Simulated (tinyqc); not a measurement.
Kinetic Monte Carlo and master equation for a particle on a ring of sites with traps and bias: one step, computed by the program tinyqc.

5 sites on a ring, numbered 1 to 5. The saddle between i and i+1 lies at E0 + s b_i and site i at s eps_i; a force F tilts the landscape, with the saddle half-way.

Task: Twelve steps of the residence-time algorithm. Start on site 1 at t = 0. Hop right if r1 is below the share right, else left; advance the clock by -ln(r2) times the mean stay.

Inputs (values chosen for the exercise, for a model defect): temperature T = 510 K.

Disorder: both.

Random numbers:

| step | r1 | r2 |
|---|---|---|
| 1 | 0.6157 | 1.942000e-01 |
| 2 | 0.6949 | 5.010000e-02 |
| 3 | 0.4896 | 8.376000e-01 |
| 4 | 0.6997 | 6.518000e-01 |
| 5 | 0.7494 | 9.497000e-01 |
| 6 | 0.1042 | 5.397000e-01 |
| 7 | 0.1678 | 4.526000e-01 |
| 8 | 0.7750 | 1.100000e-03 |
| 9 | 0.7225 | 8.705000e-01 |
| 10 | 0.6269 | 8.434000e-01 |
| 11 | 0.1358 | 2.147000e-01 |
| 12 | 0.3321 | 1.066000e-01 |

Rates, shares of right hops and mean stays:

| site | k right (1/s) | k left (1/s) | share right | mean stay (s) |
|---|---|---|---|---|
| 1 | 350100 | 199576 | 0.6369204 | 1.819251e-06 |
| 2 | 616953 | 392285 | 0.6113056 | 9.908457e-07 |
| 3 | 304728 | 271959 | 0.5284118 | 1.734042e-06 |
| 4 | 2965546 | 134327 | 0.9566669 | 3.225938e-07 |
| 5 | 1150845 | 1307241 | 0.4681875 | 4.068206e-07 |

Give: Trajectory.

Result:

Trajectory:

| step | site | hop | wait (s) | clock (s) | net hops |
|---|---|---|---|---|---|
| 1 | 1 | right | 2.982e-06 | 2.982e-06 | 1 |
| 2 | 2 | left | 2.966e-06 | 5.948e-06 | 0 |
| 3 | 1 | right | 3.224e-07 | 6.270e-06 | 1 |
| 4 | 2 | left | 4.241e-07 | 6.694e-06 | 0 |
| 5 | 1 | left | 9.389e-08 | 6.788e-06 | -1 |
| 6 | 5 | right | 2.509e-07 | 7.039e-06 | 0 |
| 7 | 1 | right | 1.442e-06 | 8.481e-06 | 1 |
| 8 | 2 | left | 6.750e-06 | 1.523e-05 | 0 |
| 9 | 1 | left | 2.523e-07 | 1.548e-05 | -1 |
| 10 | 5 | left | 6.929e-08 | 1.555e-05 | -2 |
| 11 | 4 | right | 4.963e-07 | 1.605e-05 | -1 |
| 12 | 5 | right | 9.107e-07 | 1.696e-05 | 0 |
